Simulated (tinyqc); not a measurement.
Stark shift: graded (staircase) quantum well by finite differences.

Finite differences on points z_i at the centres of cells of width h: H_ii = (c/h^2)(1/m_(i-1/2) + 1/m_(i+1/2)) + V_i, H_(i,i+1) = -(c/h^2)/m_(i+1/2), where m_(i+1/2) is the mean of the masses at the two points (the end values are repeated outwards), psi = 0 on the points beyond both ends, c = hbar^2/2m0. The field adds e F (z - z0) with z0 the middle of the structure; 1 kV/cm = 1e-5 eV/angstrom.

Constants: hbar^2/2m0 = 3.80998211 eV angstrom^2.

Values chosen for the exercise (out of a larger set: near those of a GaAs well in AlGaAs; not measured data): layers = ((40, 0.316, 0.0994), (10, 0.14, 0.0824), (10, 0.035, 0.0722), (10, 0, 0.0688), (10, 0.035, 0.0722), (10, 0.14, 0.0824), (40, 0.316, 0.0994)) (each layer: thickness in angstrom, band edge in eV, mass in m0); hf = 0.625 angstrom (cell width of the fine grid); Fs = (0, 16.7, 33.3, 50, 66.7, 83.3, 100) kV/cm (fields).

Fine grid. Perturbation theory: dE1 = e F z_11 - beta (e F)^2 with beta = sum_j z_1j^2/(E_j - E_1) over the 13 next levels at zero field, z from z0.

Levels against field:

| F (kV/cm) | E1 (eV) | E2 (eV) | dE1 (meV) | second order (meV) | <z - z0> (angstrom) | E2 - E1 (meV) |
|---|---|---|---|---|---|---|
| 0 | 0.1246 | 0.3505 | 0.00 | 0.00 | 0.0 | 225.8 |
| 16.7 | 0.1246 | 0.3503 | -0.03 | -0.03 | -0.3 | 225.8 |
| 33.3 | 0.1245 | 0.3500 | -0.10 | -0.10 | -0.6 | 225.5 |
| 66.7 | 0.1242 | 0.3485 | -0.42 | -0.42 | -1.3 | 224.3 |
| 83.3 | 0.1240 | 0.3475 | -0.66 | -0.66 | -1.6 | 223.5 |
| 100 | 0.1237 | 0.3462 | -0.95 | -0.95 | -1.9 | 222.5 |

Give the missing row, F (kV/cm) = 50.0.

Computed row:
```
F (kV/cm)  E1 (eV)  E2 (eV)  dE1 (meV)  second order (meV)  <z - z0> (angstrom)  E2 - E1 (meV)
50.0        0.1244   0.3494      -0.24               -0.24                 -0.9          225.0
```

z_11 = 0.00 angstrom
beta = 946.1 angstrom^2/eV

At zero field the state is centred, so the shift starts as F^2; it turns linear only if the state is pulled to one side. At 100 kV/cm E1 has moved by -0.95 meV, where second order gives -0.95 meV; they differ by 0.3 % there. The electron moves by -1.9 angstrom, against the rise of the potential. From 0 kV/cm on E2 lies above the lowest point of the outer barrier, so it is a resonance or a state of the finite grid, held or pushed up by its ends. E2 - E1 shrinks with the field; the ends are 225.8 and 222.5 meV.

tinyqc: `OMP_NUM_THREADS=1 python tinyqc.py 1282502 1282503 out.jsonl`; about 0.01 s, one thread, shared Intel(R) Xeon(R) Processor @ 2.30GHz.
